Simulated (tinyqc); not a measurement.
# The weight eta from points of equal mobility

Problem. If the mobility depends on E = q (Ndep + eta Ns)/(eps0 eps_r) alone, two points of equal mobility on its falling branch have equal E. Find eta and E.

Parameters, values chosen for the exercise: relative permittivity of the semiconductor eps_r = 11.8.

Constants: q = 1.602176634e-19 C, eps0 = 8.8541878128e-14 F/cm where lengths are in cm. Results are converted to the units shown.

Ndep at two body biases (cm^-2): 3.0267806e12  4.8215101e12
Ns at which the mobility is the same (cm^-2): 1.6e13  1.2613718e13

Answer. eta is the ratio of the differences of Ndep and Ns.

eta = 0.530
E = 1.76 MV/cm

tinyqc, about 0.01 s, one thread, Intel Xeon 2.30GHz (shared host): `OMP_NUM_THREADS=1 python tinyqc.py 2510041 2510042 out.jsonl`
